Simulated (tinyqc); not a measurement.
Capillary instabilities by surface diffusion: grooving and agglomeration of films, edge retraction, wire break-up and smoothing of roughness: one step, computed by the program tinyqc. Command: `OMP_NUM_THREADS=1 python tinyqc.py 3029827 3029828 out.jsonl dewet walk`. One thread of a shared host (Intel(R) Xeon(R) Processor @ 2.30GHz), about 0.01 s of CPU time with the checks.

Isotropic surface energy; shapes change by surface diffusion alone.

Task: Retraction of a straight edge. A rim shaped as a circular segment with contact angle theta holds the area h x; its radius r obeys r^2 (theta - sin theta cos theta) = h x. To advance, the edge must carry a strip of the rim height H = r (1 - cos theta) over the rim, driven by the curvature 1/r over the distance r theta (the scaling argument of Brandon and Bradshaw): H dx/dt = B/(theta r^2) gives x^(5/2) = (5/2) B t c^(3/2)/(theta (1 - cos theta) h^(3/2)), c = theta - sin theta cos theta.

Inputs (values chosen for the exercise, for a model film):

| quantity | value | unit |
|---|---|---|
| contact angle on the substrate theta | 125 | degrees |
| temperature T | 510 | K |
| time t | 30 | s |
| film thickness h | 6.9 | nm |

B = 3042.091 nm^4/s

Give: retraction x; rim height H; present speed.

Result:

retraction x = 47.842 nm

rim height H = 17.558 nm

present speed = 0.63789 nm/s

The rim is 2.5 times the film thickness. x goes as t^(2/5) h^(-3/5): thin films retract faster.
